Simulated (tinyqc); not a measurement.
## CMOS latch-up, two-transistor model: effect of the temperature

A parasitic pnp (emitter at Vdd, base shunted by Rw) and npn (emitter at ground, base shunted by Rs) feed each other: the npn collector current flows out of the pnp base node, the pnp collector current into the npn base node. Forward-active transistors with constant gains: Icn = Isn exp(Vn/Vt), Icp = Isp (exp(Vp/Vt) - 1). A current Ii is injected into the npn base node.

Isn, Isp and Von are given at 350 K; the currents scale as T^3 exp(-1.12 V/Vt), Von falls by 1.5 mV/K, gains and resistances are fixed. Node equations: Vp/Rw + Icp/bp = Icn and Vn/Rs + Icn/bn = Icp + Ii. Loop gain G = gn gp/[(1/Rw + gp/bp)(1/Rs + gn/bn)], gn = Icn/Vt, gp = (Icp + Isp)/Vt; the off state ends where G = 1, and Ii there is the trigger current. On state with both base-emitter voltages at Von: npn base current Ib = (Von/Rs + bp Von/Rw)/(bn bp - 1), holding current Ih = (bn + 1) Ib + Von/Rs, holding voltage Vh = Vsat + Von + R2 (Ib + Von/Rs).

Parameters, values chosen for the exercise; values close to those of bulk CMOS:
- bn = 18.6 (current gain of the npn)
- bp = 2 (current gain of the pnp)
- Isn = 5.6e-13 A (saturation current of the npn at the reference temperature)
- Isp = 7.7e-12 A (saturation current of the pnp at the reference temperature)
- Rs = 1500 ohm (substrate resistance shunting the npn)
- Rw = 240 ohm (well resistance shunting the pnp)
- R2 = 75 ohm (resistance from the pnp collector to the npn base)
- Von = 0.73 V (base-emitter voltage in the on state)
- Vsat = 0.18 V (saturation voltage)
- Vdd = 0.9 V (supply voltage)

Constants: q = 1.602176634e-19 C, kB = 1.380649e-23 J/K, Vt = kB T/q. Results are converted to the units shown.

Results:

| T (K) | Vn at trigger (V) | trigger current (mA) | Ih (mA) | Vh (V) |
|---|---|---|---|---|
| 233 | 0.8472 | 0.7095 | 5.016 | 1.148 |
| 263 | 0.8016 | 0.6642 | 4.767 | 1.100 |
| 293 | 0.7543 | 0.6176 | 4.518 | 1.051 |
| 353 | 0.6542 | 0.5204 | 4.019 | 0.9553 |
| 383 | 0.6011 | 0.4695 | 3.770 | 0.9072 |
| 413 | 0.5453 | 0.4166 | 3.520 | 0.8591 |
| 443 | 0.4863 | 0.3614 | 3.271 | 0.8110 |

Estimate the missing row, T = 323 K.

Computed row:

| T (K) | Vn at trigger (V) | trigger current (mA) | Ih (mA) | Vh (V) |
|---|---|---|---|---|
| 323 | 0.7052 | 0.5697 | 4.268 | 1.003 |

With this row back in the table: As T goes from 233 to 443 K, the trigger current falls from 0.709 to 0.361 mA, Ih falls from 5.02 to 3.27 mA and Vh falls from 1.15 to 0.811 V. Vh exceeds the supply Vdd = 0.9 V, which then cannot sustain a latched state, in 6 of the 8 rows.

tinyqc, about 0.07 s, one thread, Intel Xeon 2.30GHz (shared host): `OMP_NUM_THREADS=1 python tinyqc.py 2670119 2670120 out.jsonl`
